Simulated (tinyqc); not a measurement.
Diamond against structures with more neighbours: Stillinger-Weber potential for a tetrahedral semiconductor. Computed by tinyqc, a small Python program. Command: `OMP_NUM_THREADS=1 python tinyqc.py 3028181 3028182 out.jsonl swsi walk`. One thread of a shared host (Intel(R) Xeon(R) Processor @ 2.30GHz), about 0.04 s of CPU time with the checks.

With x = r/sigma: pair term eps A (B x^-4 - 1) exp(1/(x - a)); for each pair of neighbours j, k of atom i, three-body term eps lambda exp(gamma/(x_ij - a) + gamma/(x_ik - a)) (cos theta_jik + 1/3)^2; both vanish beyond x = a. A = 7.049556277, B = 0.6022245584, a = 1.8.

Inputs (values chosen for the exercise, modelled on germanium):

| quantity | value | unit |
|---|---|---|
| energy scale eps | 2.04 | eV |
| length scale sigma | 2.162 | angstrom |
| three-body strength lambda | 28.1 | - |
| gamma | 1.1 | - |

Method. Each structure is relaxed in its neighbour distance d (lowest minimum for d between sigma and 1.7 sigma), with all neighbours inside the cut-off, second shells too where they fall inside.

Energies per atom (eV):

| structure | first neighbours | d (angstrom) | pair | three-body | total | volume (angstrom^3) |
|---|---|---|---|---|---|---|
| diamond | 4 | 2.4268 | -4.0800 | 0.0000 | -4.0800 | 22.003 |
| simple cubic | 6 | 2.8439 | -4.3770 | 1.6318 | -2.7452 | 23.001 |
| bcc | 8 | 3.0465 | -3.8953 | 1.5923 | -2.3031 | 21.766 |
| fcc | 12 | 3.1756 | -3.6670 | 1.5928 | -2.0741 | 22.646 |

What does the comparison show, and why?

The order is diamond < simple cubic < bcc < fcc, the lowest two 1.335 eV apart. Against diamond the pair energy changes by -0.30 (simple cubic), +0.18 (bcc), +0.41 (fcc) eV, while angles away from 109.47 degrees cost 1.63, 1.59, 1.59 eV; the bonds stretch to 3.18 angstrom in fcc to weaken that penalty.

Extremes, crossings and ranges named in words are read from the listed rows.
